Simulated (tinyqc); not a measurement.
# Zener tunnelling in a reverse-biased junction, two-band WKB: what changes with what

Abrupt p-n junction, depletion approximation. Energies E are counted from the conduction-band edge of the neutral n side; its Fermi level lies at dn, that of the p side at dn - V, and the valence-band edge of the neutral p side at Em = dn + dp - V. Tunnelling needs 0 < E < Em. Two-band dispersion with equal masses m: inside the gap kappa = sqrt(m u (1 - u/Eg)/C), u the distance from a band edge, C = hbar^2/(2 m0).

Inputs (values chosen for the exercise); band and dielectric values close to those of germanium:
- T = 300 K (temperature)
- Eg = 0.66 eV (band gap)
- eps_r = 15.9 (relative permittivity)
- Nc = 1.05e19 cm^-3 (conduction-band density of states at 300 K)
- Nv = 5.95e18 cm^-3 (valence-band density of states at 300 K)
- m = 0.051 m0 (band-edge mass of the two-band model)
- Na = 3.4e18 cm^-3 (acceptor density)
- Nd = 6.4e17 cm^-3 (donor density)
- V = -0.71 V (bias of the p side)

Constants: q = 1.602176634e-19 C, kB = 1.380649e-23 J/K, hbar = 1.054571817e-34 J s, h = 6.62607015e-34 J s, m0 = 9.1093837015e-31 kg, Vt = kB T/q, eps0 = 8.8541878128e-14 F/cm where lengths are in cm, hbar^2/(2 m0) = 0.0380998212 eV nm^2. Results are converted to the units shown.

Each table varies one quantity; the others keep the values above.

## Exponent along the true band profile

Nd = Nc F12(dn/Vt), Na = Nv F12(dp/Vt), F12(x) = (2/sqrt(pi)) int_0^infinity sqrt(u)/(1 + exp(u - x)) du; dn = EF - Ec on the n side, dp = Ev - EF on the p side (negative outside the bands); Vbi = Eg + dn + dp. W = sqrt(2 eps0 eps_r (Vbi - V)(1/Na + 1/Nd)/q), mean field F = (Vbi - V)/W, peak field 2 F. In a uniform field F the exponent is S = pi sqrt(m/C) Eg^1.5/(4 F). Transverse energy Et = C kt^2/m raises it to S (1 + 4 Et/Eg), so T = exp(-S) exp(-Et/Eb) with Eb = Eg/(4 S). KJ = (2 q^2/h) m/(4 pi C) (times 1e14 for A/cm^2 per eV^2). Along the true parabolic profile the field at the point where the conduction edge stands at e = E + u is sqrt(2 q Nd e/(eps0 eps_r)) for e < a D and sqrt(2 q Na (D - e)/(eps0 eps_r)) above, D = Vbi - V, a = Na/(Na + Nd); S(E) = 2 int_0^Eg kappa(u) du/field.

Results:
```
E (eV),S(E),S(E)/S of the mean field
0.038,23.51,0.9593
0.107,20.66,0.8427
0.176,18.81,0.7672
0.314,16.34,0.6667
0.384,15.44,0.6297
0.453,14.69,0.5993
0.522,14.20,0.5791
0.591,14.24,0.5809
```

Estimate the missing row, E = 0.245 eV.

Computed row:
```
E (eV),S(E),S(E)/S of the mean field
0.245,17.43,0.7111
```

With this row back in the table: S(E) goes from 23.51 through a minimum of 14.20 (at E = 0.522 eV among the rows listed) to 14.24. The mean field gives S = 24.5 and the peak field 12.3; the smallest S(E) is 0.58 of the mean-field value, so the mean field understates the best transmission by a factor of 30300.

## Effect of the band gap with the mass tied to it

The mass follows the gap, m = 0.051 Eg/0.66 eV, as in a two-band model with a fixed matrix element; Nc, Nv and eps_r are held. J = KJ exp(-S) Eb times the integral from 0 to Em of [f(E - dn) - f(E - dn + V)] [1 - exp(-min(E, Em - E)/Eb)] dE, f(x) = 1/(1 + exp(x/Vt)), with S and Eb from the mean field; J > 0 flows from p to n.

Effect of the band gap with the mass tied to it:
```
Eg (eV),Vbi (V),mean field (MV/cm),S,J (A/cm^2),S at fixed m
0.33,0.2489,0.1714,7.105,-2339,10.05
0.42,0.3389,0.1793,11.00,-49.86,13.79
0.52,0.4389,0.1877,16.12,-0.3153,18.16
0.61,0.5289,0.1949,21.36,-0.001738,22.22
0.71,0.6289,0.2026,27.83,-2.790e-6,26.84
0.8,0.7189,0.2093,34.21,-4.929e-9,31.07
0.9,0.8189,0.2165,41.85,-2.439e-12,35.84
0.99,0.9089,0.2228,49.21,-1.596e-15,40.18
```

S rises from 7.11 to 49.2, as Eg^(1.76), against Eg^(1.26) at fixed m; at a fixed field the powers would be 2 and 1.5, and the field grows with Vbi. |J| falls from 2340 to 1.60e-15 A/cm^2.

Range of the model: The two-band model describes a direct gap; phonon-assisted tunnelling across an indirect gap is left out. Parabolic densities of states, no band tails and no gap narrowing, all of which matter at such doping.

tinyqc, about 0.01 s, one thread, Intel Xeon 2.30GHz (shared host): `OMP_NUM_THREADS=1 python tinyqc.py 2620078 2620079 out.jsonl`
